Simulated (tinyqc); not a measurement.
Inside a calculation: quantum-confined Stark effect in a modulator well. Values are carried at full precision from step to step, so a last printed digit may differ when a step is redone from the rounded ones.

Constants: hbar^2/2m0 = 3.80998211 eV angstrom^2; e^2/(4 pi eps0) = 14.39964547 eV angstrom; hc = 1239.841984 eV nm.

Inputs chosen for the exercise (near those of an InGaAs well in InAlAs; the results hold for these values, not for the real material):

| symbol | value | unit | meaning |
|---|---|---|---|
| L | 114 | angstrom | well width |
| me | 0.0419 | m0 | electron, well |
| mh | 0.354 | m0 | heavy hole along z, well |
| F | 81 | kV/cm | field |
| Vc | 0.471 | eV | conduction offset |
| Vv | 0.187 | eV | heavy-hole offset |
| meb | 0.0721 | m0 | electron, barrier |
| mhb | 0.412 | m0 | heavy hole, barrier |
| Eg | 0.768 | eV | gap of the well |
| mp | 0.111 | m0 | heavy hole in the plane |
| eps | 13.7 |  | dielectric constant |
| dE | 19 | meV | operating point below the zero-field line |
| G | 8 | meV | half width of the exciton line |

## Estimate for hard walls

Second order: each level moves by -C m (e F)^2 L^4/(2c), C = (15/pi^2 - 1)/(24 pi^2), c = hbar^2/2m0, 1 kV/cm = 1e-5 eV/angstrom. It holds while e F L is no more than about twice 3 c pi^2/(m L^2).

Estimate:

| carrier | shift (meV) | e F L over the level spacing |
|---|---|---|
| electron | -1.34 | 0.45 |
| heavy hole | -11.30 | 3.77 |

The hole, 8.4 times heavier, carries 89 % of the estimated shift; for it the ratio exceeds 3, so second order overstates its shift, by 13 % at a ratio of 3 and 60 % at 8.

## Levels and envelopes

Envelopes on cells of 0.5 angstrom over the well |z| < L/2 and 45 angstrom of barrier on each side, psi = 0 beyond, psi'/m continuous (mean mass between points), c = hbar^2/2m0. The electron sees + e F z and the hole - e F z, each with its offset in the barriers; 1 kV/cm = 1e-5 eV/angstrom. Light holes, band mixing and escape by tunnelling are left out.

Ground levels, squared overlap and separation <z>_h - <z>_e without and with the field.

Results:

| F (kV/cm) | E_e (meV) | E_h (meV) | overlap^2 | separation (angstrom) |
|---|---|---|---|---|
| 0 | 39.76 | 6.24 | 0.986 | 0.0 |
| 81 | 35.83 | -8.15 | 0.466 | 38.3 |

The electron level moves by -3.92 meV (2.9 times the hard-wall estimate, since it leaks into the barriers and sees a wider well) and the hole level by -14.40 meV (1.27 times).

## Exciton

Exciton: in-plane function exp(-rho/lam), 1/mu = 1/me + 1/mp, E(lam) = c/(mu lam^2) - (q/eps) times the integral over k of Fm(k)(1 + (k lam/2)^2)^(-3/2), Fm(k) the double integral of psi_e^2 psi_h^2 exp(-k |z - z'|), q = e^2/(4 pi eps0); binding Eb = -E at the minimum. Line at Eg + E_e + E_h - Eb, strength proportional to overlap^2/lam^2.

Minimise over lam without and with the field.

Results:

| F (kV/cm) | lam (angstrom) | Eb (meV) | line (eV) | nm | overlap^2/lam^2 (1e-4/angstrom^2) |
|---|---|---|---|---|---|
| 0 | 181.7 | 5.44 | 0.8086 | 1533.4 | 0.2985 |
| 81 | 203.0 | 4.76 | 0.7909 | 1567.6 | 0.1132 |

The weaker binding gives back 0.68 meV of the red shift, leaving 17.6 meV; the strength falls to 38 %.

## Contrast at the operating point

With a Gaussian line of half width G, the absorption at E_op = line(0) - dE is proportional to strength x exp(-ln2 ((E_op - line)/G)^2); continuum absorption is left out. Give it at both fields, relative to the zero-field peak.

E_op = 0.7896 eV
wavelength = 1570.3 nm

absorption without and with the field: 0.020  0.37

The field changes the absorption by +0.35 of the zero-field peak. With dE above 2G the Gaussian tail at zero field is weak; real tails fall only exponentially and absorb more.

## Checks

- Zero-field levels against the matching condition of the square well, meV: largest difference 4.9e-03.
- Slope d(E_e + E_h)/dF against minus the separation (Hellmann-Feynman), angstrom: both -38.3.

Run: tinyqc, `OMP_NUM_THREADS=1 python tinyqc.py 1251602 1251603 out.jsonl`; Intel(R) Xeon(R) Processor @ 2.30GHz, one thread, shared host; about 0.1 s of CPU time with all checks.
